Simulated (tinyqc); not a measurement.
Deal-Grove kinetics of thermal oxidation of silicon: one step, computed by the program tinyqc.

Oxidant diffuses through the oxide and reacts at the interface, so that dx/dt = B/(A + 2x) for the oxide thickness x.

Question. Rate constants. B = B0 p exp(-E_B/(k_B T)), B/A = (B/A)0 p^m exp(-E_A/(k_B T)), p in atm; A = B/(B/A). Temperatures in kelvin are T(C) + 273.15.

Inputs (values chosen for the exercise, close to those used for silicon):
```
quantity,value,unit
prefactor B0,812,um^2/h
activation energy E_B,1.21,eV
prefactor (B/A)0,6.56e+06,um/h
activation energy E_A,2.01,eV
temperature T,950,C
oxidant pressure p,0.1,atm
pressure exponent m of B/A,0.78,-
```

Ambient: dry oxygen. Surface: (111).

Constants: k_B = 8.617333262e-05 eV/K.

Give: parabolic constant B; linear constant B/A; length A.

Answer.

parabolic constant B = 8.394e-04 um^2/h

linear constant B/A = 0.005689 um/h

length A = 0.1475 um

Reaction at the interface limits growth while x is well below A/2 = 0.0738 um, diffusion once x is well above it.
